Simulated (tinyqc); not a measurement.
# Raman shift of the zone-centre optical phonon of a diamond-structure crystal under stress, step by step

A worked calculation. Computed by tinyqc, a small Python program that keeps every step. Command: `OMP_NUM_THREADS=1 python tinyqc.py 3024110 3024111 out.jsonl ramanstress walk`. One thread of a shared host (Intel(R) Xeon(R) Processor @ 2.30GHz), about 0.01 s of CPU time with the checks. Intermediate numbers are printed to about 6 digits and carried at full precision; extremes and crossings named in words are read from the listed rows.

Axes x, y, z are the cube axes. Strain shifts the threefold optical mode and can split it; p, q and r are the phonon deformation potentials.

Inputs (values chosen for the exercise, modelled on diamond):
```
quantity                            value      unit
unstrained frequency omega_0         1333      1/cm
p/omega_0^2                         -2.74         -
q/omega_0^2                         -1.81         -
r/omega_0^2                         -1.81         -
C11                                  1079       GPa
C12                                 125.3       GPa
C44                                 582.4       GPa
stress sigma (tension positive)     0.093       GPa
polarisation angle phi                 30    degree
temperature coefficient d omega/dT  -0.01  1/(cm K)
local temperature T                   520         K
laser wavelength                      364        nm
```

Stress state: biaxial. Axis: [001].

Constants: h = 6.62607015e-34 J s; c = 299792458 m/s; k_B = 1.380649e-23 J/K.

## Compliances

S11 = (C11 + C12)/D, S12 = -C12/D, D = (C11 - C12)(C11 + 2 C12), S44 = 1/C44.

S11 = 0.949734 1/TPa

S12 = -0.0988140 1/TPa

S44 = 1.71703 1/TPa

## Stress and strain tensors

Equal biaxial stress in the plane normal to the axis (unit vector n): sigma_ij = sigma (delta_ij - n_i n_j). eps_xx = S11 sigma_xx + S12 (sigma_yy + sigma_zz), and cyclic; eps_xy = S44 sigma_xy/2 (tensor strain).

stress (GPa):
```
       x      y      z
x  0.093  0.000  0.000
y  0.000  0.093  0.000
z  0.000  0.000  0.000
```

strain (per mille):
```
           x          y           z
x  0.0791355  0.0000000   0.0000000
y  0.0000000  0.0791355   0.0000000
z  0.0000000  0.0000000  -0.0183794
```

volume strain = 0.139892 per mille

## Secular matrix and shifts

Secular matrix: M_xx = p eps_xx + q (eps_yy + eps_zz), M_xy = 2 r eps_xy; its eigenvalues are omega^2 - omega_0^2, and the shifts are these over 2 omega_0.

M/(2 omega_0) (1/cm):
```
           x          y          z
x  -0.217812   0.000000   0.000000
y   0.000000  -0.217812   0.000000
z   0.000000   0.000000  -0.157368
```

shifts, in rising order (1/cm): -0.217812  -0.217812  -0.157368

The triplet splits into a singlet and a doublet. Tension softens every mode.

## Mean shift and Grueneisen parameter

gamma = -(p + 2q)/(6 omega_0^2); the mean of the three shifts is -gamma omega_0 x (volume strain).

mode Grueneisen parameter gamma = 1.06

mean shift = -0.197664 1/cm

## The line seen from a (001) surface

Backscattering from a (001) surface: incident polarisation (cos phi, sin phi, 0). With Raman tensors (R_z)_xy = (R_z)_yx = 1 and cyclic, only the z component u_z of a mode counts: I = u_z^2 sin^2(2 phi) for parallel and u_z^2 cos^2(2 phi) for crossed polarisers. An unresolved line sits at the intensity-weighted shift, which is M_zz/(2 omega_0).

total intensity, parallel = 0.75

total intensity, crossed = 0.25

shift of the observed line = -0.157368 1/cm

shift per stress = -1.69213 1/(cm GPa)

stress per shift = -590.971 MPa cm

The z-polarised mode is an eigenmode here, so one line is seen.

## The same stress in different states

Uniaxial: sigma n n^T; biaxial: sigma (1 - n n^T); hydrostatic: sigma 1. The line seen from (001) is taken as unresolved, at the intensity-weighted shift M_zz/(2 omega_0).

Shifts (1/cm):
```
state                     lowest     middle    highest  line seen from (001)
uniaxial [100]         -0.139128  -0.078684  -0.078684             -0.078684
uniaxial [110]         -0.205225  -0.078684  -0.012587             -0.078684
uniaxial [001]         -0.139128  -0.078684  -0.078684             -0.139128
uniaxial [111]         -0.227257  -0.034620  -0.034620             -0.098832
biaxial, normal [001]  -0.217812  -0.217812  -0.157368             -0.157368
biaxial, normal [111]  -0.261877  -0.261877  -0.069239             -0.197664
hydrostatic            -0.296496  -0.296496  -0.296496             -0.296496
```

Seen from (001), uniaxial stress along [100] and along [110] give the same shift (-0.079), and equal biaxial stress in the plane gives twice as much (-0.157), since only sigma_xx + sigma_yy and sigma_zz enter M_zz. Stress along [001] gives -0.139. One measured shift therefore fixes the stress only once its state is assumed: read as uniaxial in the plane, a shift implies twice the stress that it does read as biaxial.

## Heating mistaken for stress

A temperature above 300 K shifts the line by (d omega/dT)(T - 300 K); divided by the shift per stress it poses as a stress; the total shift adds it to the shift of the observed line. The anti-Stokes to Stokes ratio is [(omega_L + omega_0)/(omega_L - omega_0)]^3 exp(-h c omega_0/(k_B T)) in photon counts, omega_L = 1/wavelength, resonance effects left out.

thermal shift = -2.2 1/cm

apparent stress from heating = 1.30014 GPa

total shift = -2.35737 1/cm

anti-Stokes/Stokes ratio = 0.0334771

Heating poses as tension, 1398 % of the true stress in size; the intensity ratio gives T apart from the shift.

Checks made by the program: mean of the eigenvalues against the trace rule (relative difference below 1e-10); weighted mean of the modes against M_zz (relative difference below 1e-10).
